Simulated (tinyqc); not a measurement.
# Changing the Stoner parameter I

Model: Stoner model of a band magnet at zero temperature. Computed by tinyqc, a small Python program. Command: `OMP_NUM_THREADS=1 python tinyqc.py 3022174 3022175 out.jsonl stoner sweep`. One thread of a shared host (Intel(R) Xeon(R) Processor @ 2.30GHz), about 0.02 s of CPU time with the checks.

Five orbitals per spin share one band; u = (E - E_bottom)/W runs from 0 to 1, and the states per spin, atom and energy are g = 5 d(u)/W with d = (8/pi) sqrt(u (1 - u)). N(u) is the integral of d from 0. The moment m = n_up - n_down (electrons per atom) moves the fillings to n +/- m/10; the energy is E(m) = E_band(m) - I m^2/4.

Inputs (values chosen for the exercise, for a model d band): band width W = 3.5 eV; filling n per spin orbital = 0.46; start moment m0 = 0.78 mu_B; largest number of steps = 600.

Density of states: semi-elliptic.

Method. Solve N(u_F) = n; g_F = 5 d(u_F)/W; the Stoner product is I g_F. Split the bands by Delta = I m, find the common Fermi level that keeps 10 n electrons, and read m(out) = 5 [N(u + Delta/(2W)) - N(u - Delta/(2W))], N clipped to 0 and 1. Start from m0 (at most 0.9 m_max, m_max = 10 min(n, 1 - n)); stop when m changes by less than 1e-8; moments under 1e-5 count as 0.

One run for each value:
```
Stoner parameter I (eV)  moment m (mu_B)  Stoner product I g_F
0.441                             0.0000                0.8006
0.646                             4.5516                1.1727
0.749                             4.6000                1.3597
0.851                             4.6000                1.5448
0.953                             4.6000                1.7300
1.060                             4.6000                1.9242
1.160                             4.6000                2.1058
1.260                             4.6000                2.2873
1.360                             4.6000                2.4688
```

What does the table show, and why?

Over the rows, moment m (mu_B) rises from 0 to 4.60, flat over part of the range; Stoner product I g_F rises from 0.801 to 2.47 (exponent d ln y / d ln x about 1.0 throughout). The moment appears between I = 0.441 and 0.646 eV, where I g_F goes from 0.80 to 1.17. Left out: 0.544 (too near the Stoner point).

Extremes, crossings and ranges named in words are read from the listed rows.
